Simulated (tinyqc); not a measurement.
Dielectric confinement in a thin film (image charges), step by step. Values are carried at full precision from step to step, so a last printed digit may differ when a step is redone from the rounded ones.

A film |z| < t/2 of dielectric constant eps between half-spaces of dielectric constant e2; lam = (eps - e2)/(eps + e2), q = e^2/(4 pi eps0). The self-energy of a band edge is taken with the high-frequency value, e2 = eh, and the field of a fixed ion with the static one, e2 = eo. A charge at z has images lam^|n| at n t + (-1)^n z. Its self-energy is S(z) = (q/2 eps) sum over n >= 1 of lam^n [1/(n t - 2z) + 1/(n t + 2z)] for odd n and 2 lam^n/(n t) for even n; at the centre S(0) = -(q/(eps t)) ln(1 - lam).

Constants: e^2/(4 pi eps0) = 14.39964547 eV angstrom; hbar^2/2m0 = 3.80998211 eV angstrom^2; Ry = 13.60569312 eV.

Parameters, chosen for this exercise (near those of a Si (100) film, two-fold valleys, between layers of Al2O3; not measured data):
- t = 40 angstrom (film thickness)
- eps = 11.8 (dielectric constant of the film)
- eh = 3.1 (high-frequency dielectric constant outside)
- mz = 0.951 m0 (mass across the film)
- eo = 8.6 (static dielectric constant outside)
- m = 0.186 m0 (mass in the plane)

## Images for a charge at the centre

Give lam, the first five terms (q/eps) lam^n/(n t), their sum and the closed form.

lam = 0.5839

terms (meV): 17.81  5.20  2.02  0.89  0.41

sum of five = 26.34 meV
S(0) = 26.75 meV

The surroundings screen less than the film, so the images repel and each band edge moves outwards: the gap changes by about 2 S = +53 meV. The static value 8.6 would give S(0) = +5.2 meV.

## Self-energy across the film

S at 2z/t = 0, 0.2, 0.4, 0.6, 0.8 and 0.9, summed to n = 399.

Self-energy:
```
2z/t  z (angstrom)  S (meV)
0.0            0.0    26.75
0.2            4.0    27.50
0.4            8.0    30.18
0.6           12.0    36.86
0.8           16.0    58.58
0.9           18.0   102.91
```

Towards the wall S diverges as (q lam/4 eps)/(distance), an artefact of the abrupt interface that the vanishing envelope makes harmless.

## Shift of the subband edge

First order: <S> over the envelope (2/t) cos^2(pi z/t), beside the confinement energy c (pi/t)^2/mz, c = hbar^2/2m0.

<S> = 30.68 meV
confinement energy = 24.71 meV

|<S>| is 1.24 times the confinement energy; the first goes as 1/t and the second as 1/t^2, so they are equal at t = 32 angstrom.

## Binding of a donor

Donor at the centre, lam from the static eo, trial function cos(pi z/t) exp(-rho/l): E(l) = c/(m l^2) - (q/eps) times the integral over k of F(k t) (1 + (k l/2)^2)^(-3/2), with F(x) = F0 + 2 lam exp(-x) G/(1 - lam exp(-x)), F0 = 2[(1 - exp(-x/2))/x + x (1 + exp(-x/2))/(x^2 + 4 pi^2)], G = 2 sinh(x/2)[1/x - x/(x^2 + 4 pi^2)]; c = hbar^2/2m0. The binding energy is -E at the minimum, counted from the subband edge with its self-energy.

Minimise over l with and without images (lam = 0); Ry* = Ry m/eps^2.

Donor:
```
case         l (angstrom)  binding (meV)  in Ry*
no images            28.3           39.5    2.18
with images          27.5           48.3    2.66
```

Ry* = 18.17 meV

The images change the binding by +8.8 meV, against -2 (q/(eps t)) ln(1 - lam) = +10.4 meV for an orbit much smaller than t. At 300 K the binding is 1.9 kB T.

## Checks

- S(0) from the series against the closed form, meV: both 26.75.
- F(2.3) for lam = 0.5839 from a direct sum over images against the closed form: both 0.8650.

Program tinyqc; command `OMP_NUM_THREADS=1 python tinyqc.py 1282705 1282706 out.jsonl`; about 0.07 s on one thread of a shared Intel(R) Xeon(R) Processor @ 2.30GHz.
